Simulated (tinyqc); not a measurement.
Deep-level transient spectroscopy: one step of the calculation.

Schottky contact on an n-type layer with shallow donors Nd (all ionised) and a donor-like deep trap, neutral when filled and positive when empty; depletion approximation. Traps within lam of the depletion edge stay filled. A long pulse to Vp fills the traps beyond x1 = Wp - lam; back at Vr those between x1 and x2 = Wr - lam emit. A rate window reads S = C(t2) - C(t1).

Problem. Emission rate and rate window. Emission rate en = sn vth(T) Nc(T) exp(-Et/kB T) = sn g T^2 exp(-Et/kB T), g = vth Nc/(300 K)^2, as vth goes as T^0.5 and Nc as T^1.5 (degeneracy factor 1). For an exponential transient S peaks where en = ew = ln(t2/t1)/(t2 - t1).

Parameters, values chosen for the exercise; material values close to those of 4H silicon carbide: conduction-band density of states at 300 K Nc = 1.72e19 cm^-3; thermal velocity at 300 K vth = 2e7 cm/s; depth of the trap below the conduction edge Et = 0.26 eV; capture cross-section sn = 8.9e-16 cm^2; first sampling time t1 = 0.1 ms; second sampling time t2 = 1 ms; temperature of the transient T = 167 K.

Constants: q = 1.602176634e-19 C, kB = 1.380649e-23 J/K. Results are converted to the units shown.

Give: g; en; 1/en; ew.

Solution.

g = 3.8222e21 cm^-2 s^-1 K^-2
en = 1351.4 1/s
1/en = 0.73998 ms
ew = 2558.4 1/s

tinyqc, about 0.01 s, one thread, Intel Xeon 2.30GHz (shared host): `OMP_NUM_THREADS=1 python tinyqc.py 2050104 2050105 out.jsonl`
